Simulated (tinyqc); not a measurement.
Band offset of a heterojunction with an interface dipole (two-band chains, self-consistent charge): one step. Levels and site charges. Four cases, with inputs chosen for the exercise.

Question. Diagonalise, fill the lower half with two electrons each, and sum the electrons on the left (L) less one a site.

Case 1.

H (eV), lower triangle:
```
           AL1        CL1        AL2        CL2        AL3        CL3        AR1        CR1        AR2        CR2
AL1  -0.370000
CL1  -2.260000   0.370000
AL2          0  -2.260000  -0.370000
CL2          0          0  -2.260000   0.370000
AL3          0          0          0  -2.260000  -0.370000
CL3          0          0          0          0  -2.260000   0.370000
AR1          0          0          0          0          0  -2.239911  -0.485000
CR1          0          0          0          0          0          0  -2.220000   0.865000
AR2          0          0          0          0          0          0          0  -2.220000  -0.485000
CR2          0          0          0          0          0          0          0          0  -2.220000   0.865000
AR3          0          0          0          0          0          0          0          0          0  -2.220000
CR3   2.239911          0          0          0          0          0          0          0          0          0

           AR3       CR3
AR3  -0.485000
CR3  -2.220000  0.865000
```

Case 2.

H (eV), lower triangle:
```
           AL1        CL1        AL2        CL2        AL3        CL3        AR1        CR1        AR2        CR2
AL1  -0.680000
CL1  -2.530000   0.680000
AL2          0  -2.530000  -0.680000
CL2          0          0  -2.530000   0.680000
AL3          0          0          0  -2.530000  -0.680000
CL3          0          0          0          0  -2.530000   0.680000
AR1          0          0          0          0          0  -2.343096  -0.540000
CR1          0          0          0          0          0          0  -2.170000   1.660000
AR2          0          0          0          0          0          0          0  -2.170000  -0.540000
CR2          0          0          0          0          0          0          0          0  -2.170000   1.660000
AR3          0          0          0          0          0          0          0          0          0  -2.170000
CR3   2.343096          0          0          0          0          0          0          0          0          0

           AR3       CR3
AR3  -0.540000
CR3  -2.170000  1.660000
```

Case 3.

H (eV), lower triangle:
```
           AL1        CL1        AL2        CL2        AR1        CR1        AR2       CR2
AL1  -0.365000
CL1  -2.620000   0.365000
AL2          0  -2.620000  -0.365000
CL2          0          0  -2.620000   0.365000
AR1          0          0          0  -2.604957  -0.495000
CR1          0          0          0          0  -2.590000   0.875000
AR2          0          0          0          0          0  -2.590000  -0.495000
CR2   2.604957          0          0          0          0          0  -2.590000  0.875000
```

Case 4.

H (eV), lower triangle:
```
           AL1        CL1        AL2        CL2        AR1        CR1        AR2       CR2
AL1  -0.565000
CL1  -2.220000   0.565000
AL2          0  -2.220000  -0.565000
CL2          0          0  -2.220000   0.565000
AR1          0          0          0  -2.209977  -5.700000
CR1          0          0          0          0  -2.200000   3.420000
AR2          0          0          0          0          0  -2.200000  -5.700000
CR2   2.209977          0          0          0          0          0  -2.200000  3.420000
```

Give: levels; electrons on the sites; q.

Answer.

Case 1.

levels (eV): -4.3492  -4.1944  -3.1553  -3.0775  -1.2520  -1.1054  1.2415  1.4924  3.2651  3.3538  4.4050  4.5160

electrons on the sites: AL1 1.2179, CL1 0.8202, AL2 1.1969, CL2 0.8241, AL3 1.1977, CL3 0.8148, AR1 1.2409, CR1 0.7192, AR2 1.2645, CR2 0.7159, AR3 1.2636, CR3 0.7243

q = 0.0716 electrons

Electrons move to the left, the side whose mid-gap lies lower.

Case 2.

levels (eV): -4.7961  -4.1292  -3.1632  -3.0238  -1.2555  -1.1655  1.5470  2.0392  3.6692  3.8056  4.8688  4.9635

electrons on the sites: AL1 1.3377, CL1 0.7368, AL2 1.3020, CL2 0.7396, AL3 1.2992, CL3 0.7402, AR1 1.3420, CR1 0.5677, AR2 1.3970, CR2 0.5688, AR3 1.3987, CR3 0.5705

q = 0.1554 electrons

Electrons move to the left, the side whose mid-gap lies lower.

Case 3.

levels (eV): -4.8313  -4.6720  -2.0583  -1.8776  2.0327  2.2822  4.8703  5.0141

electrons on the sites: AL1 1.1704, CL1 0.8620, AL2 1.1569, CL2 0.8583, AR1 1.1915, CR1 0.7757, AR2 1.2059, CR2 0.7794

q = 0.0475 electrons

Electrons move to the left, the side whose mid-gap lies lower.

Case 4.

levels (eV): -7.2141  -6.3783  -3.5908  -1.7242  1.4876  3.2676  4.4040  5.1883

electrons on the sites: AL1 1.3823, CL1 0.6737, AL2 1.2890, CL2 0.5753, AR1 1.8174, CR1 0.1687, AR2 1.8403, CR2 0.2534

q = -0.0798 electrons

Electrons move to the right, the side whose mid-gap lies lower.

Computed by tinyqc, one run a case: `OMP_NUM_THREADS=1 python tinyqc.py N N+1 out.jsonl` with N = 1481160, 1481542, 1481553, 1481720; one thread of a shared Intel(R) Xeon(R) Processor @ 2.30GHz, about 0.4 s a run at most.
